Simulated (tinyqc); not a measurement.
MP2 on RHF in the sto-3g basis, for H6, spin multiplicity 1, step by step. One step of it, computed by the program tinyqc.

Question. Integrals over molecular orbitals. (pq|rs) = sum C_ip C_jq C_kr C_ls (ij|kl), one index at a time.

coefficients C:
```
            MO1        MO2        MO3        MO4        MO5        MO6
1H 1s  0.159310   0.345708  -0.437554   0.708629  -0.855303   0.586596
2H 1s  0.248888   0.402913  -0.291160  -0.458146   1.054581  -1.026826
3H 1s  0.349527   0.105417   0.451088  -0.669917  -0.369509   1.389366
4H 1s  0.349527  -0.105417   0.451088   0.669917  -0.369509  -1.389366
5H 1s  0.248888  -0.402913  -0.291160   0.458146   1.054581   1.026826
6H 1s  0.159310  -0.345708  -0.437554  -0.708629  -0.855303  -0.586596
```

core Hamiltonian H = T + V (hartree):
```
           1H 1s      2H 1s      3H 1s      4H 1s      5H 1s      6H 1s
1H 1s  -1.943085  -1.617545  -0.533473  -0.165588  -0.024991  -0.004427
2H 1s  -1.617545  -2.331854  -1.420568  -0.561507  -0.113166  -0.024991
3H 1s  -0.533473  -1.420568  -2.506325  -1.845667  -0.561507  -0.165588
4H 1s  -0.165588  -0.561507  -1.845667  -2.506325  -1.420568  -0.533473
5H 1s  -0.024991  -0.113166  -0.561507  -1.420568  -2.331854  -1.617545
6H 1s  -0.004427  -0.024991  -0.165588  -0.533473  -1.617545  -1.943085
```

Two-electron integrals (ij|kl) in chemists' order, unique and non-zero (hartree):
```
(11|11) 0.774606   (21|11) 0.448018   (21|21) 0.301586   (22|11) 0.572254
(22|21) 0.448018   (22|22) 0.774606   (31|11) 0.099650   (31|21) 0.073187
(31|22) 0.120960   (31|31) 0.020900   (32|11) 0.219205   (32|21) 0.179587
(32|22) 0.332536   (32|31) 0.058361   (32|32) 0.179262   (33|11) 0.310751
(33|21) 0.257924   (33|22) 0.494291   (33|31) 0.099650   (33|32) 0.332536
(33|33) 0.774606   (41|11) 0.024168   (41|21) 0.018291   (41|22) 0.031157
(41|31) 0.005628   (41|32) 0.016417   (41|33) 0.031157   (41|41) 0.001611
(42|11) 0.066687   (42|21) 0.054116   (42|22) 0.099650   (42|31) 0.018623
(42|32) 0.058361   (42|33) 0.120960   (42|41) 0.005628   (42|42) 0.020900
(43|11) 0.171632   (43|21) 0.138472   (43|22) 0.257924   (43|31) 0.054116
(43|32) 0.179587   (43|33) 0.448018   (43|41) 0.018291   (43|42) 0.073187
(43|43) 0.301586   (44|11) 0.218613   (44|21) 0.171632   (44|22) 0.310751
(44|31) 0.066687   (44|32) 0.219205   (44|33) 0.572254   (44|41) 0.024168
(44|42) 0.099650   (44|43) 0.448018   (44|44) 0.774606   (51|11) 0.002616
(51|21) 0.002055   (51|22) 0.003654   (51|31) 0.000692   (51|32) 0.002120
(51|33) 0.004383   (51|41) 0.000211   (51|42) 0.000779   (51|43) 0.002760
(51|44) 0.003926   (51|51) 0.000030   (52|11) 0.010308   (52|21) 0.008266
(52|22) 0.015134   (52|31) 0.002962   (52|32) 0.009395   (52|33) 0.020707
(52|41) 0.000946   (52|42) 0.003629   (52|43) 0.013729   (52|44) 0.020707
(52|51) 0.000141   (52|52) 0.000693   (53|11) 0.041806   (53|21) 0.032758
(53|22) 0.059133   (53|31) 0.012432   (53|32) 0.040321   (53|33) 0.099650
(53|41) 0.004304   (53|42) 0.017307   (53|43) 0.073187   (53|44) 0.120960
(53|51) 0.000692   (53|52) 0.003629   (53|53) 0.020900   (54|11) 0.096628
(54|21) 0.073839   (54|22) 0.129656   (54|31) 0.027425   (54|32) 0.087496
(54|33) 0.219205   (54|41) 0.009859   (54|42) 0.040321   (54|43) 0.179587
(54|44) 0.332536   (54|51) 0.001695   (54|52) 0.009395   (54|53) 0.058361
(54|54) 0.179262   (55|11) 0.157024   (55|21) 0.117309   (55|22) 0.200696
(55|31) 0.041806   (55|32) 0.129656   (55|33) 0.310751   (55|41) 0.014693
(55|42) 0.059133   (55|43) 0.257924   (55|44) 0.494291   (55|51) 0.002616
(55|52) 0.015134   (55|53) 0.099650   (55|54) 0.332536   (55|55) 0.774606
(61|11) 0.000357   (61|21) 0.000282   (61|22) 0.000508   (61|31) 0.000101
(61|32) 0.000318   (61|33) 0.000711   (61|41) 0.000033   (61|42) 0.000125
(61|43) 0.000475   (61|44) 0.000711   (61|51) 4.86e-06   (61|52) 0.000024
(61|53) 0.000125   (61|54) 0.000318   (61|55) 0.000508   (61|61) 8.28e-07
(62|11) 0.001839   (62|21) 0.001448   (62|22) 0.002616   (62|31) 0.000531
(62|32) 0.001695   (62|33) 0.003926   (62|41) 0.000177   (62|42) 0.000692
(62|43) 0.002760   (62|44) 0.004383   (62|51) 0.000028   (62|52) 0.000141
(62|53) 0.000779   (62|54) 0.002120   (62|55) 0.003654   (62|61) 4.86e-06
(62|62) 0.000030   (63|11) 0.010802   (63|21) 0.008307   (63|22) 0.014693
(63|31) 0.003087   (63|32) 0.009859   (63|33) 0.024168   (63|41) 0.001074
(63|42) 0.004304   (63|43) 0.018291   (63|44) 0.031157   (63|51) 0.000177
(63|52) 0.000946   (63|53) 0.005628   (63|54) 0.016417   (63|55) 0.031157
(63|61) 0.000033   (63|62) 0.000211   (63|63) 0.001611   (64|11) 0.032153
(64|21) 0.024210   (64|22) 0.041806   (64|31) 0.008755   (64|32) 0.027425
(64|33) 0.066687   (64|41) 0.003087   (64|42) 0.012432   (64|43) 0.054116
(64|44) 0.099650   (64|51) 0.000531   (64|52) 0.002962   (64|53) 0.018623
(64|54) 0.058361   (64|55) 0.120960   (64|61) 0.000101   (64|62) 0.000692
(64|63) 0.005628   (64|64) 0.020900   (65|11) 0.094176   (65|21) 0.069515
(65|22) 0.117309   (65|31) 0.024210   (65|32) 0.073839   (65|33) 0.171632
(65|41) 0.008307   (65|42) 0.032758   (65|43) 0.138472   (65|44) 0.257924
(65|51) 0.001448   (65|52) 0.008266   (65|53) 0.054116   (65|54) 0.179587
(65|55) 0.448018   (65|61) 0.000282   (65|62) 0.002055   (65|63) 0.018291
(65|64) 0.073187   (65|65) 0.301586   (66|11) 0.128942   (66|21) 0.094176
(66|22) 0.157024   (66|31) 0.032153   (66|32) 0.096628   (66|33) 0.218613
(66|41) 0.010802   (66|42) 0.041806   (66|43) 0.171632   (66|44) 0.310751
(66|51) 0.001839   (66|52) 0.010308   (66|53) 0.066687   (66|54) 0.219205
(66|55) 0.572254   (66|61) 0.000357   (66|62) 0.002616   (66|63) 0.024168
(66|64) 0.099650   (66|65) 0.448018   (66|66) 0.774606
```

Give: one-electron integrals over orbitals h = C^T H C; Two-electron integrals over orbitals.

Answer.

one-electron integrals over orbitals h = C^T H C (hartree):
```
         1        2        3        4        5        6
1  -2.5710   0.0000  -0.1646   0.0000  -0.0776   0.0000
2   0.0000  -2.2853   0.0000   0.2198   0.0000   0.0592
3  -0.1646   0.0000  -2.1752   0.0000   0.1935   0.0000
4   0.0000   0.2198   0.0000  -1.7594   0.0000   0.1807
5  -0.0776   0.0000   0.1935   0.0000  -1.3443   0.0000
6   0.0000   0.0592   0.0000   0.1807   0.0000  -1.0234
```

Two-electron integrals over orbitals (pq|rs), unique and non-zero (hartree):
```
(11|11) 0.4660      (21|21) 0.1324      (22|11) 0.3736      (22|22) 0.4178
(31|11) 0.0874      (31|22) -0.0382     (31|31) 0.1165      (32|21) -0.1184
(32|32) 0.1429      (33|11) 0.4171      (33|22) 0.3862      (33|31) 0.0352
(33|33) 0.4199      (41|21) -0.0466     (41|32) -0.0063     (41|41) 0.0800
(42|11) -0.0757     (42|22) -0.0078     (42|31) -0.0579     (42|33) -0.0140
(42|42) 0.0808      (43|21) -0.0763     (43|32) 0.0792      (43|41) 0.0124
(43|43) 0.0894      (44|11) 0.4210      (44|22) 0.3897      (44|31) 0.0328
(44|33) 0.4095      (44|42) -0.0285     (44|44) 0.4283      (51|11) 0.0061
(51|22) 0.0341      (51|31) -0.0307     (51|33) -0.0127     (51|42) -0.0319
(51|44) 0.0018      (51|51) 0.0511      (52|21) 0.0352      (52|32) -4.77e-04
(52|41) -0.0549     (52|43) 0.0324      (52|52) 0.0834      (53|11) -0.0841
(53|22) -0.0126     (53|31) -0.0639     (53|33) -0.0314     (53|42) 0.0744
(53|44) -0.0269     (53|51) -0.0219     (53|53) 0.0822      (54|21) -0.1223
(54|32) 0.1351      (54|41) 0.0084      (54|43) 0.0803      (54|52) -0.0072
(54|54) 0.1476      (55|11) 0.3989      (55|22) 0.4256      (55|31) -0.0211
(55|33) 0.4054      (55|42) -0.0183     (55|44) 0.4168      (55|51) 0.0330
(55|53) -0.0224     (55|55) 0.4587      (61|21) 0.0022      (61|32) 0.0197
(61|41) -0.0298     (61|43) -0.0408     (61|52) -0.0274     (61|54) 0.0159
(61|61) 0.0649      (62|11) -0.0112     (62|22) -0.0381     (62|31) 0.0276
(62|33) -1.46e-04   (62|42) 0.0261      (62|44) 0.0011      (62|51) -0.0441
(62|53) 0.0278      (62|55) -0.0375     (62|62) 0.0469      (63|21) 0.0490
(63|32) -0.0037     (63|41) -0.0738     (63|43) -0.0159     (63|52) 0.0538
(63|54) -0.0054     (63|61) 0.0290      (63|63) 0.0805      (64|11) -0.0902
(64|22) 0.0286      (64|31) -0.1103     (64|33) -0.0385     (64|42) 0.0595
(64|44) -0.0389     (64|51) 0.0270      (64|53) 0.0641      (64|55) 0.0241
(64|62) -0.0271     (64|64) 0.1207      (65|21) -0.1343     (65|32) 0.1230
(65|41) 0.0474      (65|43) 0.0806      (65|52) -0.0371     (65|54) 0.1314
(65|61) -0.0032     (65|63) -0.0554     (65|65) 0.1543      (66|11) 0.5047
(66|22) 0.4045      (66|31) 0.0977      (66|33) 0.4567      (66|42) -0.0857
(66|44) 0.4666      (66|51) 0.0066      (66|53) -0.0986     (66|55) 0.4456
(66|62) -0.0138     (66|64) -0.1092     (66|66) 0.5851
```
